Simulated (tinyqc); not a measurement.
Planes of fixed kz and the Fermi arc: two-node Weyl semimetal on a cubic lattice and its slab.

H = d.s with dx = t sin kx, dy = t sin ky, dz = m (2 - cos kx - cos ky) + M(kz), M = tz (cos k0 - cos kz), k in 1/a. Nodes at (0, 0, +/-k0). Berry curvature of the lower band along z: Omega = d.(dd/dkx x dd/dky)/(2|d|^3), in the sense curl of i<u|grad u>.

Slab of N layers along x with hard walls: layer block t sin(ky) sy + (m (2 - cos ky) + M(kz)) sz, block to the next layer t sx/(2i) - m sz/2.

Parameters, chosen for this exercise: t = 1.25 eV (hopping in sx and sy); m = 1.04 eV (mass term); tz = 1.2 eV (hopping along z); k0 = 1.01 1/a (position of the nodes).

C is the sum of Omega over a 24 x 24 mesh, k = (j + 1/2) 2 pi/24, times (2 pi/24)^2/(2 pi). Slab of 30 layers at ky = 0: lowest positive level and weight of the middle pair on the two outer layers.

Against kz:
```
kz (1/a)   M (eV)       C  slab level (eV)  surface weight
0.000     -0.5618  -1.000          0.00000           0.782
0.400     -0.4670  -1.000          0.00000           0.691
0.800     -0.1978  -0.969          0.00215           0.342
1.200      0.2034  -0.037          0.23311           0.019
1.600      0.6733   0.000          0.68836           0.005
2.000      1.1376   0.000          1.14903           0.003
2.400      1.5231   0.000          1.53308           0.003
2.800      1.7689   0.000          1.77826           0.003
3.142      1.8382   0.000          1.84745           0.003
```

What does the comparison show?

C is -1 for kz below k0 = 1.01 and 0 above, within 0.037 on this mesh. Where C = -1 the slab has a level near zero (exactly zero for a thick slab) on its faces (weight 0.78 at kz = 0): these points form the arc from -k0 to +k0, of length 2.02/a. Towards the node M goes to zero and the state spreads into the bulk; beyond it the level follows M, raised by the confinement in the slab.

tinyqc: `OMP_NUM_THREADS=1 python tinyqc.py 1480122 1480123 out.jsonl`; about 0.3 s, one thread, shared Intel(R) Xeon(R) Processor @ 2.30GHz.
